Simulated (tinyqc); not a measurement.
Sampled drift against the exact one: kinetic Monte Carlo and master equation for a particle on a ring of sites with traps and bias. Computed by tinyqc, a small Python program. Command: `OMP_NUM_THREADS=1 python tinyqc.py 3028678 3028679 out.jsonl kmc walk`. One thread of a shared host (Intel(R) Xeon(R) Processor @ 2.30GHz), about 0.09 s of CPU time with the checks.

5 sites on a ring, numbered 1 to 5. The saddle between i and i+1 lies at E0 + s b_i and site i at s eps_i; a force F tilts the landscape, with the saddle half-way.

Inputs (values chosen for the exercise, for a model defect):

| quantity | value | unit |
|---|---|---|
| reference barrier E0 | 0.61 | eV |
| scale factor s of the disorder | 1 | - |
| attempt frequency nu | 1.3 | THz |
| temperature T | 530 | K |
| site spacing a | 3 | angstrom |
| force F along the ring | 0.0015 | eV/angstrom |
| seed of the random numbers | 736044 | - |

Disorder: both.

site energies eps_i (eV): -0.036  -0.12  -0.069  0  -0.11

saddle shifts b_i between sites i and i+1 (eV): 0.03  0.023  0.042  -0.023  -0.014

Constants: k_B = 8.617333262e-05 eV/K.

Method:
- Rates: k(i to i+1) = nu exp(-(E0 + s b_i - s eps_i - F a/2)/(k_B T)), k(i to i-1) = nu exp(-(E0 + s b_(i-1) - s eps_i + F a/2)/(k_B T)).
- Share right = k right/(k right + k left); mean stay = 1/(k right + k left).
- Master equation dP/dt = W P, W_(i+1,i) = k right, W_(i-1,i) = k left, columns summing to zero. The steady state is its null vector; drift v = a sum P_i (k right - k left). D = a^2 lambda''(0)/2, where lambda(q) is the leading eigenvalue of W with right hops weighted by exp(q) and left hops by exp(-q).
- The slowest relaxation rate is minus the real part of the next eigenvalue of W. 1 angstrom = 1e-8 cm.
- 400 independent walkers start on sites drawn with weights P_i (k right + k left), the steady shares of hops (random numbers not printed); the estimate is total displacement over total time, with its standard error from the spread between walkers.

occupations P_i: 0.069759  0.427857  0.138709  0.028481  0.335194

drift velocity v = 6.21844e-04 cm/s

Drift from sampling:

| hops per walker | estimate (cm/s) | standard error (cm/s) | deviation in standard errors |
|---|---|---|---|
| 10 | 5.9576e-04 | 2.2909e-04 | -0.1139 |
| 30 | 7.8566e-04 | 1.2853e-04 | 1.2745 |
| 100 | 8.2891e-04 | 7.2628e-05 | 2.8511 |
| 300 | 7.0823e-04 | 4.3239e-05 | 1.9979 |
| 1000 | 6.2618e-04 | 2.2822e-05 | 0.1898 |
| 3000 | 6.2068e-04 | 1.3127e-05 | -0.0887 |

The exact drift is 6.218e-4 cm/s. The standard error falls by a factor 3.18 from 100 to 1000 hops (sqrt10 = 3.16), and in the last row it is 2.1 % of the drift.

Extremes, crossings and ranges named in words are read from the listed rows.
